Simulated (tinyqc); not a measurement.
Bulk transistor, scale length and short-channel effects: one step of the calculation.

A gate, an insulator of thickness ti and a depleted layer of depth ts on a conducting body. Below threshold the potential that source and drain add obeys Laplace's equation and vanishes on the gate and at the bottom of the depleted layer. Its lowest mode decays along the channel as exp(-k y); k is the smallest positive root of the matching condition at the interface, and the scale length is Lambda = pi/k.

Question. Decay constant by Newton steps. f(k) = eps_r sin(k ti) cos(k ts) + ei cos(k ti) sin(k ts); f' by a central difference with +/- 1e-5 1/nm; k(new) = k - f/f'.

Inputs (values chosen for the exercise); permittivities: semiconductor made up, insulator close to that of silicon dioxide: relative permittivity of the semiconductor eps_r = 14.5; relative permittivity of the insulator ei = 3.87; insulator thickness ti = 2.3 nm; depletion depth ts = 16 nm.

k at the start = 0.15 1/nm

Give: f; f'; k after iteration 1.

Answer.

f = -1.1561
f' = -121.14 nm
k after iteration 1 = 0.14046 1/nm

Numbers from tinyqc (`OMP_NUM_THREADS=1 python tinyqc.py 2420080 2420081 out.jsonl`; about 0.01 s on one thread of a shared Intel Xeon 2.30GHz).
